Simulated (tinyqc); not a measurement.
Lorentz oscillators and the Kramers-Kronig relations: sweeps and comparisons. A value that a table varies takes the place of the one given here.

eps(E) = 1 + sum_j S_j/(E0_j^2 - E^2 - i G_j E).

Kramers-Kronig: eps1(E) = 1 + (2/pi) P integral_0^infinity E1 eps2(E1)/(E1^2 - E^2) dE1. Maclaurin rule on the grid E_j = j h, j = 1 .. M: eps1(E_i) = 1 + (4 h/pi) sum over j with j - i odd of E_j eps2(E_j)/(E_j^2 - E_i^2); nothing is added above E_M.

n + i k = sqrt(eps1 + i eps2) with k >= 0; R = ((n - 1)^2 + k^2)/((n + 1)^2 + k^2) at normal incidence from vacuum; alpha = 2 E k/(hbar c), times 1e8 for 1/cm; loss function Im(-1/eps) = eps2/(eps1^2 + eps2^2).

Constants: hbar c = 1973.269805 eV angstrom.

Values chosen for the exercise: E0 = (3.3) eV (resonances); G = (0.94) eV (widths); S = (44) eV^2 (strengths); h = 0.25 eV (grid step); M = 36 (grid points E_j = j h); E_t = 1.8 eV (energy below the first line); E = 1.29 eV (photon energy).

## Numerical transform against the formula

Every third grid point is listed; the error is the transform minus the formula.

Dielectric function:

| E (eV) | eps2 | eps1 formula | eps1 transform | error |
|---|---|---|---|---|
| 0.50 | 0.182 | 5.127 | 5.136 | 0.009 |
| 1.25 | 0.585 | 5.644 | 5.605 | -0.039 |
| 2.00 | 1.622 | 6.944 | 6.963 | 0.019 |
| 2.75 | 6.406 | 9.246 | 9.182 | -0.065 |
| 3.50 | 11.422 | -3.722 | -3.750 | -0.028 |
| 4.25 | 2.608 | -3.682 | -3.675 | 0.007 |
| 5.00 | 0.935 | -1.807 | -1.838 | -0.032 |
| 5.75 | 0.457 | -0.873 | -0.881 | -0.008 |
| 6.50 | 0.263 | -0.352 | -0.380 | -0.029 |
| 7.25 | 0.168 | -0.028 | -0.045 | -0.017 |
| 8.00 | 0.115 | 0.188 | 0.151 | -0.037 |
| 8.75 | 0.083 | 0.340 | 0.304 | -0.036 |

The largest error listed is -0.065 at 2.75 eV. The rule samples every 2h = 0.5 eV and the narrowest line is 0.94 eV wide, so it is barely resolved. The grid ends at 9 eV, where eps2 is still 0.075; the error at the last point listed, nearest the missing tail, is -0.036.

## How far the spectrum must be known

The integrals are done by adaptive quadrature and cut at E_cut. f-sum share: (2/pi) integral of E eps2 over sum S. Static share: (2/pi) integral of eps2/E over eps(0) - 1.

Cut integrals:

| E_cut (eV) | eps1(E_t) | f-sum share | static share |
|---|---|---|---|
| 2.6 | 2.191 | 0.080 | 0.261 |
| 3.6 | 5.426 | 0.561 | 0.788 |
| 4.9 | 6.325 | 0.821 | 0.964 |
| 6.6 | 6.439 | 0.891 | 0.990 |
| 9.9 | 6.473 | 0.935 | 0.997 |
| 16.5 | 6.481 | 0.963 | 0.999 |

eps1(E_t) from the formula = 6.483

Cut at 3.6 eV, just above the last line, eps1(E_t) lacks 1.057; cut at 16.5 eV it lacks 0.002. At 4.9 eV the static sum has reached 0.964 and the f-sum only 0.821: the f-sum weights eps2 by E and the static sum by 1/E, so the f-sum needs the far tail.

## Optical constants across the spectrum

Spectrum:

| E (eV) | eps1 | eps2 | n | k | R | loss |
|---|---|---|---|---|---|---|
| 0.49 | 5.124 | 0.178 | 2.264 | 0.039 | 0.150 | 0.007 |
| 1.17 | 5.560 | 0.527 | 2.361 | 0.112 | 0.165 | 0.017 |
| 1.84 | 6.567 | 1.283 | 2.575 | 0.249 | 0.198 | 0.029 |
| 2.52 | 8.618 | 3.975 | 3.009 | 0.661 | 0.271 | 0.044 |
| 3.20 | 4.020 | 13.975 | 3.046 | 2.294 | 0.437 | 0.066 |
| 3.87 | -5.007 | 5.347 | 1.077 | 2.483 | 0.589 | 0.100 |
| 4.54 | -2.795 | 1.666 | 0.479 | 1.739 | 0.632 | 0.157 |
| 5.22 | -1.468 | 0.740 | 0.297 | 1.247 | 0.633 | 0.274 |
| 5.90 | -0.746 | 0.405 | 0.227 | 0.893 | 0.606 | 0.562 |
| 6.57 | -0.315 | 0.252 | 0.210 | 0.599 | 0.539 | 1.547 |
| 7.24 | -0.032 | 0.169 | 0.265 | 0.319 | 0.378 | 5.711 |
| 7.92 | 0.168 | 0.119 | 0.433 | 0.138 | 0.164 | 2.804 |

Among the energies listed the largest values are at (eV): eps2 3.20; n 3.20; k 3.87; R 5.22; loss 7.24. eps1 crosses zero at 3.33 and 7.33 eV; the last crossing is upward and marks the plasmon, against sqrt(sum S) = 6.63 eV for free electrons.

## What each oscillator parameter does

At the energy E. Each row changes one parameter from the base and keeps the others.

Results:

| case | eps1 | eps2 | n | k | R |
|---|---|---|---|---|---|
| base | 5.688 | 0.616 | 2.388 | 0.129 | 0.169 |
| E0 = (3.465) eV | 5.197 | 0.492 | 2.282 | 0.108 | 0.154 |
| G = (1.41) eV | 5.591 | 0.905 | 2.372 | 0.191 | 0.168 |
| S = (52.8) eV^2 | 6.626 | 0.739 | 2.578 | 0.143 | 0.196 |
| E = 1.355 eV | 5.765 | 0.670 | 2.405 | 0.139 | 0.172 |

The largest shifts from the base row, up to three for each result and ties (the steps differ in size, so this ranks the rows, not the parameters). eps1: S +0.938, E0 -0.491, G -0.097. eps2: G +0.289, E0 -0.124, S +0.123. n: S +0.190, E0 -0.106, E +0.017. k: G +0.062, E0 -0.021, S +0.014. R: S +0.027, E0 -0.016, E +0.003.

Computed by tinyqc, a small Python program: `OMP_NUM_THREADS=1 python tinyqc.py 1680239 1680240 out.jsonl` (the numbers bound the seed that draws the inputs); one thread of a shared host (Intel(R) Xeon(R) Processor @ 2.30GHz), about 0.1 s for the whole set of steps.
